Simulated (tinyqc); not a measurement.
Standing waves and exposure in a photoresist film, step by step. Values are carried at full precision from step to step, so a last printed digit may differ when a step is redone from the rounded ones.

Normal incidence from air. Unexposed resist: N1 = n1 + i k1 with k1 = (A + B) lam/(4 pi), lam in micrometres. r01 = (1 - N1)/(1 + N1), t01 = 2/(1 + N1). Substrate Ns = ns + i ks: r12 = (N1 - Ns)/(N1 + Ns). With p = exp(2 pi i N1 d/lam), the field at depth z is E(z) = t01 [exp(2 pi i N1 z/lam) + r12 p^2 exp(-2 pi i N1 z/lam)]/(1 + r01 r12 p^2), the relative intensity I(z) = n1 |E(z)|^2 and the reflectance R = |(r01 + r12 p^2)/(1 + r01 r12 p^2)|^2.

Parameters, chosen for this exercise (a resist on Al, indices near tabulated ones; shifted at random, so the results belong to these values and not to a real crystal):
```
symbol  value  unit          meaning
lam     193    nm            vacuum wavelength
n1      1.734                resist index
A       0.03   1/micrometre  bleachable absorption (Dill A)
B       0.85   1/micrometre  fixed absorption (Dill B)
d       99     nm            resist thickness
ns      0.109                substrate n
ks      2.207                substrate k
C       0.031  cm^2/mJ       exposure rate (Dill C)
D       15     mJ/cm^2       incident dose
Ld      15     nm            diffusion length of the post-exposure bake
```

## Interface coefficients

Form N1, r01, t01 and r12.

N1 = 1.73400+0.01352i
r01 = -0.2685-0.0036i
t01 = 0.7315-0.0036i
r12 = -0.2253-0.9188i
|r12|^2 = 0.8949

Next to the bottom the intensity swings by a factor ((1 + |r12|)/(1 - |r12|))^2 = 1.3e+03 between antinode and node.

## Round trip and reflectance

Form p^2, the denominator and R; the period of the standing wave is lam/(2 n1).

p^2 = 0.1656-0.9015i
1 + r01 r12 p^2 = 1.2326-0.0105i
R = 0.8479
period = 55.65 nm

The film holds 1.78 periods.

## Intensity and exposure over the lowest period

Nine depths from d - period to d. Without bleaching during the exposure the share of unexposed compound is m = exp(-C D I).

Profile:
```
z (nm)      I      m
43.3    0.813  0.685
50.3    0.159  0.929
57.3    0.035  0.984
64.2    0.514  0.787
71.2    1.315  0.543
78.1    1.968  0.401
85.1    2.090  0.378
92.0    1.610  0.473
99.0    0.809  0.687
```

I runs from 0.035 to 2.090 on these points, so m runs from 0.378 to 0.984; the least exposed point listed lies 41.7 nm above the bottom.

## Smoothing by the bake

Gaussian diffusion of length Ld multiplies a cosine of period L by exp(-2 pi^2 Ld^2/L^2). Give that factor, and the Ld that leaves 10 %.

factor = 0.238
Ld for 10 % = 19.01 nm

## Checks

- R against the transfer-matrix product: both 0.84793.
- Absorption (A + B) d times the mean of I against 1 - R - T: both 0.101.

Program tinyqc; command `OMP_NUM_THREADS=1 python tinyqc.py 1682353 1682354 out.jsonl`; about 0.01 s on one thread of a shared Intel(R) Xeon(R) Processor @ 2.30GHz.
